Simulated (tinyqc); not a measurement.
Inside a calculation. Model: hot electrons in a saturated n-channel MOSFET, lucky-electron model.

Numbers from tinyqc (`OMP_NUM_THREADS=1 python tinyqc.py 2550117 2550118 out.jsonl`; about 0.01 s on one thread of a shared Intel Xeon 2.30GHz). Printed values are rounded.

Beyond pinch-off the lateral field grows as Esat cosh(y/l) over the velocity-saturated region (pseudo-two-dimensional model). Impact ionisation in this region gives the substrate current, which biases the body forward through Rsub. Currents are per width. Local-field laws: they overstate ionisation when the field peak is narrower than an energy relaxation length.

Inputs (values chosen for the exercise); values close to those of silicon n-channel devices: channel length L = 0.5 um; oxide thickness tox = 11 nm; junction depth xj = 140 nm; threshold VT = 0.78 V; effective mobility mu = 270 cm^2/(V s); saturation velocity vs = 9.2e6 cm/s; ionisation prefactor Ai = 2e6 1/cm; ionisation field Bi = 1.72 MV/cm; resistance of the lightly doped drain Rd = 700 ohm um; substrate resistance Rsub = 2700 ohm um; fall of VT per volt of forward body bias kb = 0.49; hot-electron mean free path lm = 9.8 nm; oxide barrier pb = 3.2 V; prefactor of the gate current Cg = 0.0022; lifetime exponent m = 2.9; lifetime constant Hl = 23000 s uA/um; drain voltage Vd = 3.6 V; gate voltage Vg = 1.8 V.

Constants: eps0 = 8.8541878128e-14 F/cm where lengths are in cm. Results are converted to the units shown.

## Length and field scales

Cox = 3.9 eps0/tox, l = sqrt(3 tox xj), Esat = 2 vs/mu.

Cox = 0.3139212 uF/cm^2
l = 67.97058 nm
Esat = 0.06814815 MV/cm
Esat L = 3.407407 V

## Iteration 1: body bias from the substrate current

Vb at the start = 0 V

Cox = 3.9 eps0/tox. Overdrive g = Vg - VT + kb Vb; Vdsat = g Esat L/(g + Esat L); Id = Cox vs (g - Vdsat); dV = Vd - Id Rd - Vdsat; Em = sqrt((dV/l)^2 + Esat^2); Isub = Id (Ai/Bi) l Em exp(-Bi/Em). Vb(new) = Rsub Isub.

Vdsat = 0.7850092 V
Id = 67.86711 uA/um
dV = 2.767484 V
Em = 0.4128228 MV/cm
Isub = 3.433881 uA/um
Vb after iteration 1 = 0.009271478 V

## Iteration 2: body bias from the substrate current

As before.

Vdsat = 0.7876973 V
Id = 68.40282 uA/um
dV = 2.764421 V
Em = 0.4123783 MV/cm
Isub = 3.441769 uA/um
Vb after iteration 2 = 0.009292777 V

## Course of the iteration: body bias from the substrate current

Stop when Vb changes by less than 1e-9 V, or after 60 iterations.

Course of the iteration:
```
iteration       Vb (V)  |change| (V)
1          0.009271478       9.27e-3
2          0.009292777       2.13e-5
3          0.009292826       4.85e-8
4          0.009292826      1.11e-10
```

Converged in 4 iterations. At the end each change is about 0.0023 times the one before: linear convergence.

## Gate current, lifetime and channel shortening

Id = 68.40405 uA/um
dV = 2.764414 V
Em = 0.4123773 MV/cm
Isub = 3.441787 uA/um

Ig = Cg Id exp(-pb/(lm Em)); lifetime tau = (Hl/Id)(Isub/Id)^(-m); length of the saturated region dL = l ln[(dV/l + Em)/Esat]. 1 year = 3.15576e7 s.

Isub/Id = 0.05031555
Ig = 54.78389 pA/um
tau = 0.06203055 years
dL = 169.0091 nm

The lifetime misses ten years. Integrating Ai exp(-Bi/E) over the cosh profile gives Isub/Id = 0.0427, so the closed form is 18 % above it.
